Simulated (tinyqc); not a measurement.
From folded lines to real minibands: band folding and unfolding in a supercell of a chain.

A chain with hopping -t and n = 4 sites a supercell. H(K) has v_j on the diagonal, -t between neighbours and -t exp(2 pi i K) on the bond that closes the cell (from the last site to the first of the next cell). The point K holds the n wave vectors k_m = (K + m)/n of the primitive zone, in 2 pi/a, m = 0 to n - 1, with E0 = -2t cos(2 pi k_m). The unfolding weight of a state c on k_m is |sum_j c_j exp(-2 pi i k_m j)|^2/n, j = 0 to n - 1.

Inputs chosen for the exercise: t = 1.75 eV (hopping); v = (0.88, 0, 0, 0) eV (site energies in the supercell); Kq = 0.36 2 pi/(n a) (wave vector in the small zone).

The potential is scaled by x. For the lowest level at K: energy, second-order estimate E0(k_0) + x V_0 - x^2 sum_m |V_m|^2/(E0(k_m) - E0(k_0)), weight on k_0, and width of the lowest miniband between K = 0 and 1/2.

Lowest level:

| x | E (eV) | second order (eV) | weight on k_0 | miniband width (eV) |
|---|---|---|---|---|
| 0.00 | -2.9551 | -2.9551 | 1.000 | 1.0251 |
| 0.25 | -2.9040 | -2.9041 | 0.997 | 0.9722 |
| 0.50 | -2.8598 | -2.8609 | 0.990 | 0.9233 |
| 1.00 | -2.7893 | -2.7982 | 0.966 | 0.8363 |
| 1.50 | -2.7370 | -2.7670 | 0.936 | 0.7617 |
| 2.00 | -2.6977 | -2.7673 | 0.906 | 0.6976 |
| 3.00 | -2.6442 | -2.8625 | 0.854 | 0.5939 |
| 4.00 | -2.6103 | -3.0837 | 0.813 | 0.5148 |

Second order is -8.9 meV off at x = 1 and -218 meV at x = 3. The weight on the parent k falls to 0.97 at x = 1 and 0.81 at x = 4, and the miniband narrows from 1.025 to 0.515 eV as the state gathers on the low sites. While the weight stays near one the primitive band is still the right picture and the folded copies carry little spectral weight.

Run: tinyqc, `OMP_NUM_THREADS=1 python tinyqc.py 1452185 1452186 out.jsonl`; Intel(R) Xeon(R) Processor @ 2.30GHz, one thread, shared host; about 0.01 s of CPU time with all checks.
